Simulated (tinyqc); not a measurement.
Atomic layer deposition: Langmuir saturation, growth per cycle and coating of deep features. From growth per cycle back to pulse time t. Computed by tinyqc, a small Python program. Command: `OMP_NUM_THREADS=1 python tinyqc.py 3019839 3019840 out.jsonl ald inv`. One thread of a shared host (Intel(R) Xeon(R) Processor @ 2.30GHz), about 0.09 s of CPU time with the checks.

Precursor A sticks only on free sites, so a long enough pulse saturates; co-reactant B then frees the sites again.

Inputs (values chosen for the exercise, modelled on aluminium oxide from trimethylaluminium and water):
```
quantity                                  value      unit
precursor mass M                             72         u
site density q                              4.4    1/nm^2
growth per cycle at saturation G            1.1  angstrom
sticking probability beta on free sites  0.0016         -
precursor pressure p                        4.5        Pa
temperature T                               300         C
co-reactant completion per pulse c_B       0.95         -
desorption energy E_d                      1.78        eV
purge time t_p                              5.4         s
```

Constants: u = 1.6605390666e-27 kg; k_B = 1.380649e-23 J/K; k_B = 8.617333262e-05 eV/K.

Method:
- Wall flux F = p/sqrt(2 pi M k_B T); rate of filling k_a = beta F/q; desorption k_d = 1e13 exp(-E_d/(k_B T)) per second. 1/m^2 = 1e-18/nm^2.
- Temperatures in kelvin are T(C) + 273.15.
- One cycle from coverage th0: pulse A gives th1 = th_s + (th0 - th_s) exp(-(k_a + k_d) t), th_s = k_a/(k_a + k_d); the purge leaves th2 = th1 exp(-k_d t_p); pulse B converts c_B th2 into film and leaves th3 = (1 - c_B) th2. Growth = G c_B th2.
- The periodic state has th0 = th3: th0 = (1 - c_B) e_p th_s (1 - e_a)/(1 - (1 - c_B) e_p e_a), with e_a = exp(-(k_a + k_d) t), e_p = exp(-k_d t_p).
- Share of impinging molecules used = q (th1 - th0)/(F t).

Question. A run gave the result below. Find the pulse time t, known to lie between 0.02 and 0.056 s.

growth per cycle = 0.4837441 angstrom

Answer.

Each step takes the trial c = (a f_b - b f_a)/(f_b - f_a), f being the result less the target and a, b, c the logarithms of the listed values; c replaces end b, the old b replaces a if the sign of f changed, and otherwise f_a is halved.

Scan of the range:
```
pulse time t (s)  growth per cycle (angstrom)
0.0200                               0.369044
0.0237                               0.420690
0.0282                               0.477969
0.0335                               0.538426
0.0397                               0.600660
0.0472                               0.665371
0.0560                               0.728858
```

False position (Illinois rule, in the logarithm of the input) inside the bracket:
```
step      end a      end b      trial  growth per cycle (angstrom)
1     0.0282000  0.0335000  0.0286678                     0.483598
2     0.0335000  0.0286678  0.0286797                     0.483740
3     0.0335000  0.0286797  0.0286803                     0.483748
4     0.0286797  0.0286803  0.0286800                     0.483744
```

Growth per cycle rises at every point of a 13-point scan of the range (every second point is shown), so one value fits; it is bracketed by 0.0282 and 0.0335. Answer: pulse time t = 0.02868 s.
